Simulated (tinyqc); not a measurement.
CIS and TDHF on RHF in the 6-311g basis, for H2, spin multiplicity 1, step by step. One step of it, computed by the program tinyqc.

Question. CIS singlet states. Diagonalise A (1 hartree = 27.211386 eV); each vector has its largest component positive (the first on a tie). The transition dipole is mu = sqrt2 sum c_ia <i|r|a>.

CIS matrix A, singlet (hartree):
```
           1>2        1>3        1>4        1>5        1>6
1>2   0.519423   0.000000   0.013620   0.000000  -0.032921
1>3   0.000000   0.652783   0.000000  -0.008178   0.000000
1>4   0.013620   0.000000   0.971603   0.000000  -0.012865
1>5   0.000000  -0.008178   0.000000   2.519121   0.000000
1>6  -0.032921   0.000000  -0.012865   0.000000   2.899341
```

dipole integrals <i|r|a> (bohr):
```
            x         y          z
1>2  0.000000  0.000000  -0.884225
1>3  0.000000  0.000000   0.000000
1>4  0.000000  0.000000   0.508129
1>5  0.000000  0.000000   0.000000
1>6  0.000000  0.000000   0.024890
```

Give: singlet excitation energies; lowest vectors; oscillator strengths 2/3 w |mu|^2.

Answer.

singlet excitation energies (eV): 14.1110  17.7621  26.4471  68.5497  78.9099

lowest vectors:
```
     state 1  state 2  state 3  state 4  state 5
1>2   0.9995   0.0000   0.0296   0.0000  -0.0139
1>3   0.0000   1.0000   0.0000  -0.0044   0.0000
1>4  -0.0297   0.0000   0.9995   0.0000  -0.0068
1>5   0.0000   0.0044   0.0000   1.0000   0.0000
1>6   0.0137   0.0000   0.0072   0.0000   0.9999
```

oscillator strengths 2/3 w |mu|^2: 0.5582  0.0000  0.3010  0.0000  0.0044
